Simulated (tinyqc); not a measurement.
Bandgap voltage reference from two bipolar transistors: effect of the output resistor at T0.

Two transistors of area 1 and N carry the same current I. Is(T) = Is (T/T0)^eta exp[(Vg0 q/kB)(1/T0 - 1/T)], VBE1 = Vt ln(I/Is(T)) + I rb, VBE2 = Vt ln(I/(N Is(T))) + I rb/N. The amplifier forces I R1(T) = VBE1 - VBE2 + Vos, with R(T) = R (1 + tc (T - T0)) for both resistors, and the output is Vref = VBE1 + I R2(T). Base currents and the Early effect are neglected.

Vt = kB T/q; I = (Vt ln N + Vos)/(R1(T) - rb (1 - 1/N)). Box coefficient: span of Vref between 233 and 398 K over its average over T and over 165 K. The last column is the R2 that gives zero slope at T0.

Parameters, values chosen for the exercise; values of the order met in silicon bipolar transistors: reference temperature T0 = 323 K; band-gap voltage extrapolated to 0 K Vg0 = 1.158 V; temperature exponent of the saturation current eta = 4.4; saturation current of the unit transistor at T0 Is = 2.6e-17 A; area ratio of the second transistor N = 8; resistor across which the difference of VBE falls, at T0 R1 = 26 kohm; temperature coefficient of both resistors tc = 0 ppm/K; offset of the amplifier Vos = 0 mV; series resistance of the unit transistor rb = 0 ohm.

Constants: q = 1.602176634e-19 C, kB = 1.380649e-23 J/K. Results are converted to the units shown.

Results:
```
R2 (kohm),I at T0 (uA),Vref at T0 (V),slope at T0 (uV/K),box coefficient (ppm/K),R2 for zero slope (kohm)
228.1,2.226,1.208,-136.8,104.7,247.9
235.6,2.226,1.225,-85.11,61.32,247.9
243,2.226,1.242,-34.11,27.11,247.9
247.9,2.226,1.253,-0.3407,19.57,247.9
252.9,2.226,1.264,34.12,37.50,247.9
267.8,2.226,1.297,136.8,113.6,247.9
```

Estimate the missing row, R2 = 260.3 kohm.

Computed row:
```
R2 (kohm),I at T0 (uA),Vref at T0 (V),slope at T0 (uV/K),box coefficient (ppm/K),R2 for zero slope (kohm)
260.3,2.226,1.280,85.12,74.64,247.9
```

With this row back in the table: As R2 goes from 228.1 to 267.8, Vref rises from 1.208 to 1.297 V and the box coefficient goes from 105 through a minimum of 19.6 (at R2 = 247.9 among the rows listed) to 114 ppm/K. One per cent in R2 moves the slope by 17.1 uV/K.

Program tinyqc, `OMP_NUM_THREADS=1 python tinyqc.py 2062057 2062058 out.jsonl`; Intel Xeon 2.30GHz, shared host, one thread, about 0.02 s.
